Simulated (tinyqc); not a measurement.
# Undoped gate-all-around wire MOSFET, analytic charge model: effects of single changes

An undoped round wire of radius R under an insulator shell and a surrounding gate; long channel, electrons only, n = ni exp((psi - V)/Vt) with V the quasi-Fermi potential (0 at the source, Vd at the drain), constant mobility, no quantisation. The radial Poisson equation gives n(r) = n(0)/(1 - (1 - b) r^2/R^2)^2 with b = Q0/(Q + Q0). Q is the electron charge per area of the wire surface.

Values chosen for this exercise; material values those of a made-up semiconductor: temperature T = 300 K; band gap Eg = 1.41 eV; relative permittivity of the semiconductor eps_r = 9.9; conduction-band density of states at T Nc = 2.6e19 cm^-3; valence-band density of states at T Nv = 2.95e19 cm^-3; relative permittivity of the gate insulator eox = 7.72; insulator thickness tox = 2 nm; wire radius R = 20 nm; gate work function less that of the intrinsic body dphi = 0.01 V; channel mobility mu = 620 cm^2/(V s); gate length L = 0.2 um; drain voltage Vd = 0.3 V.

Constants: q = 1.602176634e-19 C, kB = 1.380649e-23 J/K, Vt = kB T/q, eps0 = 8.8541878128e-14 F/cm where lengths are in cm. Results are converted to the units shown.

Each table varies one quantity; the others keep the values above.

## Output curve

ni = sqrt(Nc Nv) exp(-Eg/(2 Vt)), Eg in volts; Cox = eps0 eox/(R ln(1 + tox/R)); Q0 = 4 eps0 eps_r Vt/R; V0 = dphi + Vt ln[8 eps0 eps_r Vt/(q ni R^2)]. Q solves Vg - V0 - V = Q/Cox + Vt ln(Q/Q0) + Vt ln(1 + Q/Q0). I = mu (2 pi R/L)[2 Vt (Qs - Qd) + (Qs^2 - Qd^2)/(2 Cox) + Vt Q0 ln((Qd + Q0)/(Qs + Q0))], with Qs at V = 0 and Qd at V = Vd.

In this table Vg = 1.39 V.

Result of one run:
```
Vd (V),Qd (nC/cm^2),Qd/Qs,I (uA)
0.72,93.191,0.043758,285.65
```

What becomes of these results when the drain voltage Vd is changed from 0.72 to 0.16 V, all else the same?

Result of the changed run:
```
Vd (V),Qd (nC/cm^2),Qd/Qs,I (uA)
0.16,1607.5,0.75479,116.40
```

The whole series:
```
Vd (V),Qd (nC/cm^2),Qd/Qs,I (uA)
0.16,1607.5,0.75479,116.40
0.3,1164.3,0.54669,191.91
0.44,743.47,0.34910,243.79
0.58,367.02,0.17233,273.79
0.72,93.191,0.043758,285.65
0.85,4.4262,0.0020784,287.44
0.99,0.022647,1.0634e-5,287.49
1.13,1.0080e-4,4.7329e-8,287.49
1.27,4.4828e-7,2.1049e-10,287.49
```

The current rises from 116 to 287 uA, while the charge at the drain end falls from 0.75 to 2.1e-10 of that at the source. The current first comes within 1 % of its last value at Vd = 0.72 V among the rows. Over the last rows Qd falls by a factor of e for each Vt of drain voltage: the drain end is in weak inversion. In every row the surface density at the source passes 0.3 Nc, where Boltzmann statistics fail. In every row mu V/L, with V the smaller of Vd and Vg - V0, passes 3e6 cm/s, so velocity saturation would lower the current.

## Effect of the wire radius

I = mu (2 pi R/L)[2 Vt (Qs - Qd) + (Qs^2 - Qd^2)/(2 Cox) + Vt Q0 ln((Qd + Q0)/(Qs + Q0))], with Qs at V = 0 and Qd at V = Vd.  I(low) is taken at Vg = 0.35 V, Qs and I(high) at Vg = 1.1 V.

Result of one run:
```
R (nm),V0 (V),I(low) (nA),Qs(high) (nC/cm^2),I(high) (uA)
18,0.6019,0.02672,1200,79.35
```

What becomes of these results when the wire radius R is changed from 18 to 26 nm, all else the same?

Result of the changed run:
```
R (nm),V0 (V),I(low) (nA),Qs(high) (nC/cm^2),I(high) (uA)
26,0.5829,0.05576,1185,113.4
```

The whole series:
```
R (nm),V0 (V),I(low) (nA),Qs(high) (nC/cm^2),I(high) (uA)
6.7,0.6530,0.003703,1282,31.20
9.3,0.6361,0.007134,1246,42.30
13,0.6188,0.01394,1219,58.06
18,0.6019,0.02672,1200,79.35
26,0.5829,0.05576,1185,113.4
36,0.5661,0.1069,1175,155.9
50,0.5491,0.2062,1168,215.5
```

As R goes from 6.7 to 50 nm, I(low) rises from 0.00370 to 0.206 nA and I(high) rises from 31.2 to 215 uA. On average I(low) goes as R^(2.00) and I(high) goes as R^(0.96). Below threshold the charge is proportional to the cross-section of the body; above it the insulator sets the charge. In every row the surface density at the source at the higher gate voltage passes 0.3 Nc, where Boltzmann statistics fail. In every row mu V/L at the higher gate voltage, with V the smaller of Vd and Vg - V0, passes 3e6 cm/s, so velocity saturation would lower the current. At R = 50 nm L is under three scale lengths of this cross-section, so short-channel effects, left out here, would raise the subthreshold current.

Computed by the program tinyqc: `OMP_NUM_THREADS=1 python tinyqc.py 2460125 2460126 out.jsonl`, one thread of a shared Intel Xeon 2.30GHz, about 0.08 s for the whole run.
